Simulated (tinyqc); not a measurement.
A log to judge: charge control and current of a heterostructure field-effect transistor. Computed by tinyqc. Command: `OMP_NUM_THREADS=1 python tinyqc.py 3022745 3022746 out.jsonl hemt walk`. One thread of a shared host (Intel(R) Xeon(R) Processor @ 2.30GHz), about 0.01 s of CPU time with the checks.

Two subbands in a triangular well; E_F is counted from the conduction band edge of the channel at the interface.

Inputs (values chosen for the exercise, modelled on AlGaAs/GaAs):
```
quantity                                  value    unit
channel mass m                             0.07     m_0
permittivity eps (barrier and channel)     12.8       -
barrier thickness d                          19      nm
Schottky barrier phi_B                     0.99      eV
conduction band offset dE_c                0.15      eV
delta-doping density N_d                5.1e+12  1/cm^2
gate voltage V_G                              0       V
temperature T                                77       K
mixing                                        1       -
iteration cap                                 3       -
spacer between delta layer and channel      3.7      nm
```

Charge source: delta doping. Velocity law: two-piece.

Constants: e = 1.602176634e-19 C; eps_0 = 8.8541878128e-12 F/m; k_B = 8.617333262e-05 eV/K; hbar = 1.054571817e-34 J s; m_0 = 9.1093837015e-31 kg; k_B = 1.380649e-23 J/K.

Method:
- Threshold V_T = phi_B - dE_c - e N_d (d - spacer)/(eps eps_0) (in volts); C_b = eps eps_0/d.
- Charge control: n_s = C_b (V_G - V_T - E_F/e)/e. Well: mean field F = e n_s/(2 eps eps_0), E_i = (hbar^2/2m)^(1/3) [(3 pi e F/2)(i + 3/4)]^(2/3), i = 0, 1; n_s = D k_B T sum_i ln(1 + exp((E_F - E_i)/k_B T)), D = m/(pi hbar^2), which is solved in closed form for E_F.
- Iteration from n_s = C_b (V_G - V_T)/(2e): E_F from n_s, n_out from the charge control, n_new = n_s + mixing (n_out - n_s), kept above n_s/10; stop when |n_out/n_s - 1| < 1e-9.

Course of the iteration:
```
iteration  n_s (1/cm^2)  E_F (meV)  |n_out/n_s - 1|
1           4.89755e+11    59.0273         0.551287
2           7.59751e+11    83.5480         0.120159
3           6.68460e+11    75.5644         0.044465
```

Can the last value be used, and what does the course show?

No. The cap of 3 iterations was reached with a mismatch of 0.044, far above the stop rule. Reruns converge with iteration cap = 200; or with iteration cap = 200, mixing = 0.3.
